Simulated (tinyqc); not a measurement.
Raising U: Hubbard chain of 3 sites, mean field against exact. Computed by the program tinyqc. Collinear unrestricted mean field (the lowest of 40 random starts) against exact diagonalisation.

one-body matrix (hopping and site energies) (eV):
```
         1        2        3
1   0.0000  -0.6800   0.0000
2  -0.6800   0.0000  -0.6800
3   0.0000  -0.6800   0.0000
```

electrons, up and down: 2  1

Exact and mean-field results (eV):

| U | U/t | E exact | E mean field | mean \|n_up - n_down\| | double occupancy, exact | first gap in the sector |
|---|---|---|---|---|---|---|
| 0.340 | 0.500 | -1.72091 | -1.71299 | 0.367 | 0.188 | 0.914 |
| 0.680 | 1.000 | -1.53921 | -1.50850 | 0.413 | 0.168 | 0.859 |
| 1.360 | 2.000 | -1.23766 | -1.13333 | 0.556 | 0.129 | 0.740 |
| 2.040 | 3.000 | -1.01004 | -0.84511 | 0.729 | 0.096 | 0.628 |
| 2.720 | 4.000 | -0.84053 | -0.65600 | 0.837 | 0.072 | 0.535 |
| 5.440 | 8.000 | -0.48124 | -0.33726 | 0.958 | 0.026 | 0.316 |
| 8.160 | 12.000 | -0.33099 | -0.22587 | 0.981 | 0.013 | 0.219 |
| 13.600 | 20.000 | -0.20200 | -0.13583 | 0.993 | 4.85e-03 | 0.134 |

Estimate the missing row, U = 4.08.

Computed row:
```
U        U/t   E exact  E mean field  mean |n_up - n_down|  double occupancy, exact  first gap in the sector
4.080  6.000  -0.61658      -0.44668                 0.926                    0.042                    0.401
```

In absolute terms mean field is worst at U/t = 4.0, 0.185 eV too high: at small U it is nearly exact, and at large U it misses only exchange-scale energies. Relative to the exact energy its error is 0.5 % at the smallest U, 33 % at most and 33 % at the largest. The double occupancy falls from 0.188 to 0.005; at the largest U the first gap is 0.99 times the exchange scale 4t^2/U.
